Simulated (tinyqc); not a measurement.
# Deep-level transient spectroscopy, step by step

Computed by the program tinyqc: `OMP_NUM_THREADS=1 python tinyqc.py 2050047 2050048 out.jsonl`, one thread of a shared Intel Xeon 2.30GHz, about 0.01 s for the whole run. Printed values are rounded.

Schottky contact on an n-type layer with shallow donors Nd (all ionised) and a donor-like deep trap, neutral when filled and positive when empty; depletion approximation. Traps within lam of the depletion edge stay filled. A long pulse to Vp fills the traps beyond x1 = Wp - lam; back at Vr those between x1 and x2 = Wr - lam emit. A rate window reads S = C(t2) - C(t1).

Values chosen for this exercise; material values close to those of gallium arsenide: relative permittivity eps_r = 13; conduction-band density of states at 300 K Nc = 4.36e17 cm^-3; thermal velocity at 300 K vth = 4.7e7 cm/s; shallow donor density Nd = 7.6e14 cm^-3; built-in voltage Vbi = 1.05 V; depth of the trap below the conduction edge Et = 0.12 eV; capture cross-section sn = 9.8e-16 cm^2; trap density Nt = 2.3e12 cm^-3; reverse bias Vr = 3.2 V; reverse bias during the filling pulse Vp = 0 V; first sampling time t1 = 10 ms; second sampling time t2 = 40 ms; temperature of the transient T = 80 K.

Constants: q = 1.602176634e-19 C, kB = 1.380649e-23 J/K, eps0 = 8.8541878128e-14 F/cm where lengths are in cm. Results are converted to the units shown.

Range of the model: Below about 110 K shallow donors begin to freeze out, which the model ignores.

## Emission rate and rate window

Emission rate en = sn vth(T) Nc(T) exp(-Et/kB T) = sn g T^2 exp(-Et/kB T), g = vth Nc/(300 K)^2, as vth goes as T^0.5 and Nc as T^1.5 (degeneracy factor 1). For an exponential transient S peaks where en = ew = ln(t2/t1)/(t2 - t1).

g = 2.27689e20 cm^-2 s^-1 K^-2
en = 39.3623 1/s
1/en = 25.4050 ms
ew = 46.2098 1/s

## Widths

lam = sqrt(2 eps0 eps_r (EF - ET)/(q Nd)), EF - ET = Et - (kB T/q) ln(Nc(T)/Nd), Nc(T) = Nc (T/300 K)^1.5. In the steady state at the band bending V, 2 eps0 eps_r V/q = Nd W^2 + Nt (W - lam)^2 (the second term only if W > lam). V = Vbi + Vr gives Wr and V = Vbi + Vp gives Wp; x1 = max(Wp - lam, 0).

lam = 412.216 nm
Wr = 2831.49 nm
Wp = 1407.88 nm
x1 = 995.663 nm
x2 = 2419.27 nm
G = (x2^2 - x1^2)/Wr^2 = 0.606378

The rule Nt = 2 Nd |dC|/C assumes G = 1 and would understate Nt by a factor of about 1/G = 1.65 here (the limit of small Nt/Nd).

## The transient

t, sample 0 to 6 (ms): 0  5  10  25  40  80  200

W(t)^2 = Wr^2 + (Nt/Nd)(x2^2 - x1^2) exp(-en t), C = eps0 eps_r/W; for small Nt, dC/C = -(Nt/2 Nd) G exp(-en t) with G = (x2^2 - x1^2)/Wr^2. S = C(t2) - C(t1).

```
sample  C (nF/cm^2)  C - C(final) (pF/cm^2)
0           4.06144                -3.72485
1           4.06210                -3.06014
2           4.06265                -2.51394
3           4.06377                -1.39351
4           4.06439                -0.77230
5           4.06500                -0.15999
6           4.06516                -0.00142
```

S = 1.74163 pF/cm^2

## Step 1: peak temperature

T at the start = 300 K

Fixed-point step for en(T) = ew: T(new) = (Et q/kB)/ln(sn g T^2/ew), g = vth Nc/(300 K)^2.

T after step 1 = 70.0125 K

## Course of the iteration for the peak temperature

Start from 300 K; stop when T changes by less than 1e-8 K.

Course of the iteration:
```
step    T (K)  change (K)
1     70.0125         230
2     82.0122        12.0
3     80.5120        1.50
4     80.6843       0.172
5     80.6643      0.0200
6     80.6666     2.31e-3
7     80.6663     2.68e-4
8     80.6664     3.11e-5
9     80.6664     3.60e-6
10    80.6664     4.17e-7
11    80.6664     4.83e-8
12    80.6664     5.60e-9
```

Converged in 12 steps; each multiplies the error by -2 kB T/Et = -0.12.
